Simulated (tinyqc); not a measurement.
# Electron mobility in a silicon inversion layer, empirical terms and Matthiessen rule: effects of single changes

Inversion layer of sheet density Ns on a uniformly doped body, under a high-permittivity gate with an interlayer. The mobility terms are empirical power laws with prefactors chosen for the exercise; adding their inverses (Matthiessen) is itself an approximation.

Values chosen for this exercise; material values close to those of silicon:
- T = 325 K (temperature)
- Eg = 1.11 eV (band gap)
- eps_r = 11.5 (relative permittivity of the semiconductor)
- Nc = 3.1e19 cm^-3 (conduction-band density of states at T)
- Nv = 2.94e19 cm^-3 (valence-band density of states at T)
- Vsb = 0 V (reverse body bias)
- eta = 0.5 (weight of the inversion charge in the effective field)
- Ap = 384 cm^2/(V s) (phonon-limited mobility at 1 MV/cm and 300 K)
- As = 785 cm^2/(V s) (roughness-limited mobility at 1 MV/cm)
- gs = 2 (exponent of the roughness term)
- Ac = 3500 cm^2/(V s) (Coulomb prefactor)
- Nit = 4.2e10 cm^-2 (charge at the interface)
- Ar = 320 cm^2/(V s) (remote-phonon mobility without interlayer)
- ti = 1.2 nm (interlayer thickness)
- lr = 0.8 nm (decay length of remote phonons)
- Ns = 2.2e12 cm^-2 (inversion density)

Constants: q = 1.602176634e-19 C, kB = 1.380649e-23 J/K, Vt = kB T/q, eps0 = 8.8541878128e-14 F/cm where lengths are in cm. Results are converted to the units shown.

Each table varies one quantity; the others keep the values above.

## Effect of the body doping

ni = sqrt(Nc Nv) exp(-Eg/(2 Vt)), Eg in volts; Ndep = sqrt(2 eps0 eps_r Nb (2 Vt ln(Nb/ni) + Vsb)/q); E = q (Ndep + eta Ns)/(eps0 eps_r), in MV/cm. With t = T/(300 K): muC = Ac (Ns/1e12 cm^-2) t/(Nb/1e17 cm^-3 + Nit/1e11 cm^-2), muP = Ap E^(-1/3) t^(-1.75), muS = As E^(-gs), muR = Ar exp(2 ti/lr)/t; 1/mu is the sum of the inverses.

The same in every row: muR (cm^2/(V s)) = 5933.

Effect of the body doping:
```
Nb (cm^-3),E (MV/cm),muC (cm^2/(V s)),muP (cm^2/(V s)),muS (cm^2/(V s)),mu (cm^2/(V s))
2e16,0.2395,1.345e4,537.6,1.369e4,459.5
4.4e16,0.2746,9700,513.6,1.041e4,432.0
9.7e16,0.3282,6001,483.9,7287,393.9
2.1e17,0.4075,3310,450.2,4727,344.4
4.7e17,0.5332,1629,411.7,2761,279.8
1e18,0.7109,800.5,374.0,1553,211.2
2.3e18,1.009,356.2,332.8,770.8,137.4
5e18,1.433,165.4,296.1,382.1,81.92
```

As Nb goes from 2e16 to 5e18 cm^-3, E rises from 0.239 to 1.43 MV/cm and mu falls from 460 to 81.9 cm^2/(V s). The smallest term is the phonon one in the first row and the Coulomb one in the last.

## Universality: two dopings at the same effective field

Same model as above.

For each E, Ns is chosen to give that field on bodies with Nb = 4e16 and 2.9e17 cm^-3; the last column leaves out muC.

Universality: two dopings at the same effective field:
```
E (MV/cm),"Ns, light body (cm^-2)","mu, light (cm^2/(V s))","Ns, heavy body (cm^-2)","mu, heavy (cm^2/(V s))",without muC (cm^2/(V s))
0.295,2.5238e12,423.85,2.0989e11,155.15,439.82
0.369,3.4644e12,391.67,1.1505e12,307.52,401.49
0.461,4.6338e12,357.12,2.3199e12,319.39,363.18
0.575,6.0828e12,320.88,3.7689e12,301.83,324.59
0.718,7.9004e12,282.87,5.5865e12,272.89,285.08
0.897,1.0176e13,243.67,7.8617e12,238.43,244.94
1.12,1.3010e13,204.32,1.0696e13,201.64,205.02
1.4,1.6569e13,165.85,1.4255e13,164.53,166.21
```

The heavily doped body has 0.366 of the mobility of the light one in the first row and 0.992 in the last; there they lie 1.0 % below and 0.22 % below the curve without Coulomb scattering, which depends on E alone. The heavy body leaves that curve at low E because its field comes mostly from depletion charge and few carriers screen.

tinyqc, about 0.01 s, one thread, Intel Xeon 2.30GHz (shared host): `OMP_NUM_THREADS=1 python tinyqc.py 2510066 2510067 out.jsonl`
